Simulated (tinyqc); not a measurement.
Layer from its matrix.

Problem. For (psi, psi'/m) a flat barrier below its edge has M = [[cosh Kd, (m/K) sinh Kd], [(K/m) sinh Kd, cosh Kd]], K = sqrt(m (U - E)/C), C = hbar^2/(2 m0). Its width is d = 1.1 nm. Find K, m and U.

Inputs (values chosen for the exercise):
```
symbol,value,unit,meaning
E,0.639,eV,electron energy
```

Constants: q = 1.602176634e-19 C, hbar = 1.054571817e-34 J s, m0 = 9.1093837015e-31 kg, hbar^2/(2 m0) = 0.0380998212 eV nm^2. Results are converted to the units shown.

M of the layer (M12 in nm, M21 in 1/nm):
```
           1           2
1  2.6616528  0.24896276
2  24.438979   2.6616528
```

Solution. K = arcosh(M11)/d, m/K = sqrt(M12/M21), and U = E + C K^2/m.

K = 1.49 1/nm
m = 0.150 m0
U = 1.20 eV

tinyqc, about 0.01 s, one thread, Intel Xeon 2.30GHz (shared host): `OMP_NUM_THREADS=1 python tinyqc.py 2560117 2560118 out.jsonl`
